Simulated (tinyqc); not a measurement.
## Delay unit and parasitic delay from two ring oscillators

Inverse problem. A ring of 11 inverters oscillates at 1/(2 x 11 d), with stage delay d = tau (h + p) for fan-out h. Find tau, p and the delay at fan-out 4.

frequencies of 11-stage ring oscillators with fan-out 1 and 6 (GHz): [2.4725461, 0.78595258]

Answer. d is a straight line in h with slope tau and intercept tau p.

tau = 7.89 ps
p = 1.33
delay at fan-out 4 = 42.1 ps

Computed by the program tinyqc: `OMP_NUM_THREADS=1 python tinyqc.py 2082143 2082144 out.jsonl`, one thread of a shared Intel Xeon 2.30GHz, about 0.01 s for the whole run.
